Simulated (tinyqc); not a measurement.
Monte Carlo simulation of one carrier in a uniform electric field: one step, computed by the program tinyqc. Command: `OMP_NUM_THREADS=1 python tinyqc.py 3007215 3007216 out.jsonl mcfl walk`. One thread of a shared host (Intel(R) Xeon(R) Processor @ 2.30GHz), about 2 s of CPU time with the checks.

The force e F acts along +z. Flights end at the constant total rate Gamma; the part of Gamma that the real rates do not fill is self-scattering, which leaves k unchanged. One valley, no impurities and no intervalley scattering.

Question. Scattering event 2. Kane band: hbar^2 k^2/(2 m) = E (1 + alpha E), speed v = hbar k/(m (1 + 2 alpha E)), states per spin, volume and energy g(E) = m k (1 + 2 alpha E)/(2 pi^2 hbar^2); overlap factors are set to 1. Masses are multiplied by m_0 and all formulas are in SI units. Phonon occupation N_q = 1/(exp(hbar w/(k_B T)) - 1). Acoustic deformation potential (elastic, equipartition, absorption and emission together): 1/tau = 2 pi k_B T D_A^2 g(E)/(hbar rho v_l^2). Polar optical, unscreened: W = e^2 w (1/eps_inf - 1/eps_s) m (1 + 2 alpha E') ln|(k + k')/(k - k')| / (4 pi eps_0 hbar^2 k), times N_q for absorption (E' = E + hbar w) and N_q + 1 for emission (E' = E - hbar w > 0), with alpha = 0 for a parabolic band; mean cosine of the angle <cos> = (k^2 + k'^2)/(2 k k') - 1/ln|(k + k')/(k - k')|. Choice: with cumulative rates in the order acoustic, absorption, emission, the process is the first whose sum exceeds r2 Gamma; if none, self-scattering. Final state: E' = E, E + hbar w or E - hbar w gives k'. Isotropic processes: cos(theta) = 1 - 2 r3 from the z axis, phi = 2 pi r4, k' (sin theta cos phi, sin theta sin phi, cos theta). Polar processes: cos(b) = [1 + xi - (1 + 2 xi)^r3]/xi, xi = 2 k k'/(k - k')^2, b from the old direction n; new direction cos b n + sin b (cos phi e1 + sin phi e2), e1 = (z x n)/|z x n|, e2 = n x e1. Use row 2 of the random numbers.

Inputs (values chosen for the exercise, for a model polar semiconductor): effective mass m = 0.13 m_0; non-parabolicity alpha = 0.28 1/eV; static permittivity eps_s = 11.4; high-frequency permittivity eps_inf = 6.38; density rho = 3410 kg/m^3; sound velocity v_l = 4390 m/s; acoustic deformation potential D_A = 8.8 eV; optical phonon energy hbar w = 68.4 meV; lattice temperature T = 77 K.

Crystal: polar. Band: Kane.

k at the end of the flight (1/nm): [-0.2900000, 0.2300000, 0.1046544]

Random numbers (0.02 to 0.98, from up to 60 sets tried for early real events), one row a flight, columns r1, r2, r3, r4:
```
[[0.5111, 0.4253, 0.8182, 0.8663],
 [0.5407, 0.9254, 0.5439, 0.2780],
 [0.3313, 0.3684, 0.2106, 0.0909],
 [0.2581, 0.4869, 0.2151, 0.7176],
 [0.1163, 0.8091, 0.8512, 0.8913],
 [0.3465, 0.7182, 0.7923, 0.8755],
 [0.7997, 0.3571, 0.7510, 0.3887]]
```

Gamma = 54.57335 1e12/s

Constants: hbar = 1.054571817e-34 J s; m_0 = 9.1093837015e-31 kg; e = 1.602176634e-19 C; k_B = 1.380649e-23 J/K; hbar = 6.582119569e-16 eV s; eps_0 = 8.8541878128e-12 F/m; k_B = 8.617333262e-05 eV/K.

Give: cumulative rates; r2 Gamma; process chosen; k after event 2, the start of the next flight.

Answer.

cumulative rates (1e12/s): acoustic 0.40709, absorption 0.40942, emission 0.40942

r2 Gamma = 50.502 1e12/s

Process chosen: self-scattering

k after event 2, the start of the next flight (1/nm): [-0.29000, 0.23000, 0.10465]
